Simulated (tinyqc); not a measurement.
Worked calculation: FCI on RHF in the sto-3g basis, for H4, spin multiplicity 1. Computed by tinyqc, a small Python program that keeps every step (integrals from PySCF). Settings: charge = 0, multiplicity = 1, basis = sto-3g, method = RHF, energy threshold = 1e-10, iteration cap = 71, orthogonalisation = symmetric, start = Wolfsberg-Helmholz matrix, DIIS depth = 6, ci = FCI, davidson = 1. Command: `OMP_NUM_THREADS=1 python tinyqc.py 27771 27772 out.jsonl` (the two numbers bound the seeds that draw the settings). One thread of a shared host (Intel(R) Xeon(R) Processor @ 2.60GHz), about 0.05 s of CPU time with the checks. The early iterations of the SCF are left out here.

## One-electron integrals

Geometry (angstrom):

| atom | x | y | z |
|---|---|---|---|
| H | 0.000000 | 0.000000 | 0.000000 |
| H | 0.000000 | 0.000000 | 0.978000 |
| H | 0.000000 | 1.863000 | 0.000000 |
| H | 0.000000 | 1.863000 | 0.978000 |

Basis sto-3g: exponents (1/bohr^2) and contraction coefficients of normalised primitives:

| element | l (shell) | exponent | coefficient |
|---|---|---|---|
| H | s (1) | 3.425251 | 0.154329 |
| H | s (1) | 0.623914 | 0.535328 |
| H | s (1) | 0.168855 | 0.444635 |

Overlap, kinetic and nuclear-attraction integrals over the contracted functions; the nuclear repulsion is the sum of Za Zb / Rab.

nuclear repulsion = 2.15324880 hartree

overlap S:
```
          1H 1s     2H 1s     3H 1s     4H 1s
1H 1s  1.000000  0.509538  0.148658  0.100247
2H 1s  0.509538  1.000000  0.100247  0.148658
3H 1s  0.148658  0.100247  1.000000  0.509538
4H 1s  0.100247  0.148658  0.509538  1.000000
```

kinetic energy T (hartree):
```
           1H 1s      2H 1s      3H 1s      4H 1s
1H 1s   0.760032   0.119676  -0.007792  -0.011038
2H 1s   0.119676   0.760032  -0.011038  -0.007792
3H 1s  -0.007792  -0.011038   0.760032   0.119676
4H 1s  -0.011038  -0.007792   0.119676   0.760032
```

nuclear attraction V (hartree):
```
           1H 1s      2H 1s      3H 1s      4H 1s
1H 1s  -2.284840  -1.101886  -0.285743  -0.198545
2H 1s  -1.101886  -2.284840  -0.198545  -0.285743
3H 1s  -0.285743  -0.198545  -2.284840  -1.101886
4H 1s  -0.198545  -0.285743  -1.101886  -2.284840
```

core Hamiltonian H = T + V (hartree):
```
           1H 1s      2H 1s      3H 1s      4H 1s
1H 1s  -1.524808  -0.982210  -0.293535  -0.209583
2H 1s  -0.982210  -1.524808  -0.209583  -0.293535
3H 1s  -0.293535  -0.209583  -1.524808  -0.982210
4H 1s  -0.209583  -0.293535  -0.982210  -1.524808
```

## Two-electron integrals

Functions are numbered as in S; the eight-fold symmetry (ij|kl) = (ji|kl) = (kl|ij) leaves the list below.

Two-electron integrals (ij|kl) in chemists' order, unique and non-zero (hartree):
```
(11|11) 0.774606   (21|11) 0.319594   (21|21) 0.167202   (22|11) 0.485266
(22|21) 0.319594   (22|22) 0.774606   (31|11) 0.072185   (31|21) 0.032909
(31|22) 0.055226   (31|31) 0.011664   (32|11) 0.042819   (32|21) 0.023126
(32|22) 0.045708   (32|31) 0.007195   (32|32) 0.005098   (33|11) 0.282459
(33|21) 0.138484   (33|22) 0.250924   (33|31) 0.072185   (33|32) 0.045708
(33|33) 0.774606   (41|11) 0.045708   (41|21) 0.023126   (41|22) 0.042819
(41|31) 0.007195   (41|32) 0.005022   (41|33) 0.042819   (41|41) 0.005098
(42|11) 0.055226   (42|21) 0.032909   (42|22) 0.072185   (42|31) 0.009022
(42|32) 0.007195   (42|33) 0.055226   (42|41) 0.007195   (42|42) 0.011664
(43|11) 0.138484   (43|21) 0.072155   (43|22) 0.138484   (43|31) 0.032909
(43|32) 0.023126   (43|33) 0.319594   (43|41) 0.023126   (43|42) 0.032909
(43|43) 0.167202   (44|11) 0.250924   (44|21) 0.138484   (44|22) 0.282459
(44|31) 0.055226   (44|32) 0.042819   (44|33) 0.485266   (44|41) 0.045708
(44|42) 0.072185   (44|43) 0.319594   (44|44) 0.774606
```

## Orthogonalisation

S = U s U^T; symmetric (Loewdin) form X = U s^(-1/2) U^T, so that X^T S X = 1.

eigenvalues of S: 0.442051  0.538873  1.260632  1.758444

X:
```
           1H 1s      2H 1s      3H 1s      4H 1s
1H 1s   1.127766  -0.305387  -0.069585   0.001317
2H 1s  -0.305387   1.127766   0.001317  -0.069585
3H 1s  -0.069585   0.001317   1.127766  -0.305387
4H 1s   0.001317  -0.069585  -0.305387   1.127766
```

## Iteration 2 (converged): orbitals

converged F (hartree):
```
           1H 1s      2H 1s      3H 1s      4H 1s
1H 1s  -0.257658  -0.489684  -0.117515  -0.103129
2H 1s  -0.489684  -0.257658  -0.103129  -0.117515
3H 1s  -0.117515  -0.103129  -0.257658  -0.489684
4H 1s  -0.103129  -0.117515  -0.489684  -0.257658
```

Diagonalise F' = X^T F X, C = X C', fill 2 alpha and 2 beta electrons from the bottom; D = 2 C_occ C_occ^T. Each column has its largest component positive (the first on a tie).

F' = X^T F X (hartree):
```
           1          2          3          4
1  -0.001744  -0.482398  -0.071556   0.005219
2  -0.482398  -0.001744   0.005219  -0.071556
3  -0.071556   0.005219  -0.001744  -0.482398
4   0.005219  -0.071556  -0.482398  -0.001744
```

orbital energies (hartree): MO1 -0.550479, MO2 -0.417805, MO3 0.403880, MO4 0.557430

coefficients C:
```
            MO1        MO2        MO3        MO4
1H 1s  0.377056   0.445324   0.681125   0.752028
2H 1s  0.377056   0.445324  -0.681125  -0.752028
3H 1s  0.377056  -0.445324   0.681125  -0.752028
4H 1s  0.377056  -0.445324  -0.681125   0.752028
```

D after iteration 2:
```
           1H 1s      2H 1s      3H 1s      4H 1s
1H 1s   0.680969   0.680969  -0.112284  -0.112284
2H 1s   0.680969   0.680969  -0.112284  -0.112284
3H 1s  -0.112284  -0.112284   0.680969   0.680969
4H 1s  -0.112284  -0.112284   0.680969   0.680969
```

## Convergence

Stop when the energy changes by less than 1e-10 hartree and every element of the error matrix X^T (F D S - S D F) X is below 3e-06.

Course of the cycle:

| iteration | E (hartree) | change | largest element of the error matrix |
|---|---|---|---|
| 1 | -2.11645207 | - | 1.14e-15 |
| 2 | -2.11645207 | -1.78e-15 | 1.26e-15 |

PySCF RHF in the same basis = -2.11645207 hartree

Converged in 2 iterations.

## Integrals over molecular orbitals

(pq|rs) = sum C_ip C_jq C_kr C_ls (ij|kl), one index at a time.

one-electron integrals over orbitals h = C^T H C (hartree):
```
           1          2          3          4
1  -1.711818   0.000000   0.000000   0.000000
2   0.000000  -1.589599   0.000000   0.000000
3   0.000000   0.000000  -1.162704   0.000000
4   0.000000   0.000000   0.000000  -1.037542
```

Two-electron integrals over orbitals (pq|rs), unique and non-zero (hartree):
```
(11|11) 0.447548   (21|21) 0.185071   (22|11) 0.449431   (22|22) 0.458003
(31|31) 0.103948   (32|32) 0.090679   (33|11) 0.438040   (33|22) 0.442565
(33|33) 0.448527   (41|32) 0.088641   (41|41) 0.086680   (42|31) 0.108575
(42|42) 0.115889   (43|21) 0.184538   (43|43) 0.201653   (44|11) 0.445198
(44|22) 0.453573   (44|33) 0.457168   (44|44) 0.468794
```

## FCI: determinants and Hamiltonian

Hartree-Fock energy = -2.11645207 hartree

Slater-Condon rules over spin orbitals, with the nuclear repulsion added and E(HF) subtracted on the diagonal. Only determinants linked to the reference directly or through others are kept (one block of an abelian symmetry group), so some states are absent.

Occupation strings over the orbitals (2 doubly, a alpha, b beta, 0 empty; spin orbitals ordered 1a 1b 2a 2b ...): 2200 aabb 2020 abab 2002 abba baab 0220 baba 0202 bbaa 0022

H - E(HF) between determinants (hartree):
```
           2200       aabb       2020       abab       2002       abba       baab       0220
2200   0.000000  -0.019934   0.090679  -0.088641   0.115889   0.108575   0.108575   0.103948
aabb  -0.019934   1.067289   0.088641  -0.090679  -0.108575  -0.115889  -0.103948  -0.108575
2020   0.090679   0.088641   0.960996   0.095898   0.201653  -0.184538  -0.184538   0.185071
abab  -0.088641  -0.090679   0.095898   1.234176   0.184538  -0.201653  -0.185071   0.184538
2002   0.115889  -0.108575   0.201653   0.184538   1.294753  -0.075964  -0.075964   0.000000
abba   0.108575  -0.115889  -0.184538  -0.201653  -0.075964   1.276654   0.000000  -0.075964
baab   0.108575  -0.103948  -0.184538  -0.185071  -0.075964   0.000000   1.276654  -0.075964
0220   0.103948  -0.108575   0.185071   0.184538   0.000000  -0.075964  -0.075964   1.260529
baba  -0.088641  -0.086680   0.095898   0.000000   0.184538  -0.185071  -0.201653   0.184538
0202   0.086680   0.088641   0.000000   0.095898   0.185071  -0.184538  -0.184538   0.201653
bbaa  -0.019934   0.000000   0.088641  -0.086680  -0.108575  -0.103948  -0.115889  -0.108575
0022   0.000000  -0.019934   0.086680  -0.088641   0.103948   0.108575   0.108575   0.115889

           baba       0202       bbaa       0022
2200  -0.088641   0.086680  -0.019934   0.000000
aabb  -0.086680   0.088641   0.000000  -0.019934
2020   0.095898   0.000000   0.088641   0.086680
abab   0.000000   0.095898  -0.086680  -0.088641
2002   0.184538   0.185071  -0.108575   0.103948
abba  -0.185071  -0.184538  -0.103948   0.108575
baab  -0.201653  -0.184538  -0.115889   0.108575
0220   0.184538   0.201653  -0.108575   0.115889
baba   1.234176   0.095898  -0.090679  -0.088641
0202   0.095898   1.524729   0.088641   0.090679
bbaa  -0.090679   0.088641   1.067289  -0.019934
0022  -0.088641   0.090679  -0.019934   2.211896
```

## FCI: roots

Diagonalise (each vector has its largest component positive (the first on a tie)); all determinants have Ms = 0, so triplets appear too. The lowest singlet root is the correlation energy.

lowest roots of this matrix, relative to E(HF) (hartree): -0.070263  0.622682  0.670093  1.018358  1.066464  1.228829  1.277053  1.282826

lowest vectors:
```
         root 1     root 2    root 3     root 4
2200   0.969598   0.030565  0.000000   0.209736
aabb   0.009035  -0.254754  0.408248   0.165210
2020  -0.103004   0.664826  0.000000   0.573002
abab   0.079936   0.110210  0.408248  -0.342861
2002  -0.090728  -0.381988  0.000000   0.289863
abba  -0.088971   0.144545  0.408248   0.177651
baab  -0.088971   0.144545  0.408248   0.177651
0220  -0.085110  -0.390916  0.000000   0.393642
baba   0.079936   0.110210  0.408248  -0.342861
0202  -0.064301   0.249692  0.000000  -0.065248
bbaa   0.009035  -0.254754  0.408248   0.165210
0022   0.029755  -0.010864  0.000000  -0.177853
```

<S^2> of these roots: 0.000000  0.000000  6.000000  0.000000  2.000000  2.000000  0.000000  2.000000

weight of the ground state by excitation level 0, 1, 2, ...: 0.940120  0.000000  0.058994  0.000000  0.000885

## The lowest root by the Davidson method

Start from the reference; add the residual divided by (theta - H_ii), orthogonalised, at each step.

Davidson iterations:

| iteration | subspace | lowest Ritz value (hartree) | residual norm |
|---|---|---|---|
| 1 | 1 | 0 | 2.83e-01 |
| 2 | 2 | -0.06786703 | 7.04e-02 |
| 3 | 3 | -0.07023985 | 6.28e-03 |
| 4 | 4 | -0.07026223 | 9.41e-04 |
| 5 | 5 | -0.07026273 | 3.02e-04 |
| 6 | 6 | -0.07026283 | 2.82e-05 |
| 7 | 7 | -0.07026283 | 3.68e-06 |
| 8 | 8 | -0.07026283 | 1.96e-07 |
| 9 | 9 | -0.07026283 | 3.90e-16 |
